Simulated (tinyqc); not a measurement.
From results back to parameters: band offset of a heterojunction with an interface dipole (two-band chains, self-consistent charge). Four cases, with inputs chosen for the exercise.

Problem. D0 is the offset of the mid-gaps without dipole, chi the charge moved per eV of offset and u the potential step per electron moved. In linear response the valence offset is S D0 - (G2 - G1)/2 with S = 1/(1 + u chi/2). Two interfaces between the same crystals differ in D0 by a known amount, as from a layer of fixed dipoles; their offsets come from hidden S and D0.

Case 1.

Values chosen (out of a larger set: gaps near those of GaN and AlN; the chains and D0 are free models, so the offsets are not those of the real pair; not measured data): G1 = 3.39 eV (gap on the left); G2 = 6.24 eV (gap on the right).

chi = 0.09272 1/eV

valence offsets (eV): first -1.64250, second -0.88500

D0(second) - D0(first) = 1.01 eV

Case 2.

Values chosen (out of a larger set: gaps near those of Si and GaP; the chains and D0 are free models, so the offsets are not those of the real pair; not measured data): G1 = 1.17 eV (gap on the left); G2 = 2.24 eV (gap on the right).

chi = 0.31114 1/eV

valence offsets (eV): first -0.58528, second -0.43444

D0(second) - D0(first) = 0.36 eV

Case 3.

Values chosen (out of a larger set: gaps near those of GaN and AlN; the chains and D0 are free models, so the offsets are not those of the real pair; not measured data): G1 = 3.25 eV (gap on the left); G2 = 5.85 eV (gap on the right).

chi = 0.08762 1/eV

valence offsets (eV): first -1.72680, second -0.79560

D0(second) - D0(first) = 1.20 eV

Case 4.

Values chosen (out of a larger set: gaps near those of Si and Ge; the chains and D0 are free models, so the offsets are not those of the real pair; not measured data): G1 = 1.17 eV (gap on the left); G2 = 0.73 eV (gap on the right).

chi = 0.56536 1/eV

valence offsets (eV): first -0.07150, second 0.57750

D0(second) - D0(first) = 1.18 eV

Find: S; D0 of the first; u.

Solution. S is the change of the offset over the change of D0; then D0 = (offset + (G2 - G1)/2)/S and u = 2 (1/S - 1)/chi.

Case 1.

S = 0.750
D0 of the first = -0.29 eV
u = 7.2 eV

Case 2.

S = 0.419
D0 of the first = -0.12 eV
u = 8.9 eV

Case 3.

S = 0.776
D0 of the first = -0.55 eV
u = 6.6 eV

Case 4.

S = 0.550
D0 of the first = -0.53 eV
u = 2.9 eV

Computed by tinyqc, one run a case: `OMP_NUM_THREADS=1 python tinyqc.py N N+1 out.jsonl` with N = 1450804, 1450885, 1450968, 1450982; one thread of a shared Intel(R) Xeon(R) Processor @ 2.30GHz, about 2 s a run at most.
